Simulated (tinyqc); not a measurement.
Geometry relaxation of a small cluster: one step, computed by the program tinyqc. Command: `OMP_NUM_THREADS=1 python tinyqc.py 3017268 3017269 out.jsonl relax walk`. One thread of a shared host (Intel(R) Xeon(R) Processor @ 2.30GHz), about 0.01 s of CPU time with the checks.

E = sum_(i<j) phi(r_ij), phi(r) = eps [exp(-2 alpha (r - r0)) - 2 exp(-alpha (r - r0))]; the force on i is -sum_j phi'(r_ij) (R_i - R_j)/r_ij.

Task: Energy and forces at the start. Evaluate E and the forces at the starting positions.

Inputs (values chosen for the exercise, for model atoms): length r0 = 3.01 angstrom; well depth eps = 0.49 eV; stiffness alpha = 1.62 1/angstrom.

Potential: Morse. Method: steepest descent.

starting positions (angstrom), rows atom 1, atom 2, atom 3, columns x, y, z:
```
[[0.22, -0.17, -0.2],
 [2.9, 0.09, -0.08],
 [1.64, 2.31, 0.11]]
```

Give: distances; energy at the start; forces.

Result:

distances (angstrom): 1-2 2.695, 1-3 2.875, 2-3 2.560

energy at the start = -0.6585 eV

forces (eV/angstrom), rows atom 1, atom 2, atom 3, columns x, y, z:
```
[[-1.988, -0.588, -0.131],
 [3.489, -2.897, -0.184],
 [-1.501, 3.486, 0.315]]
```
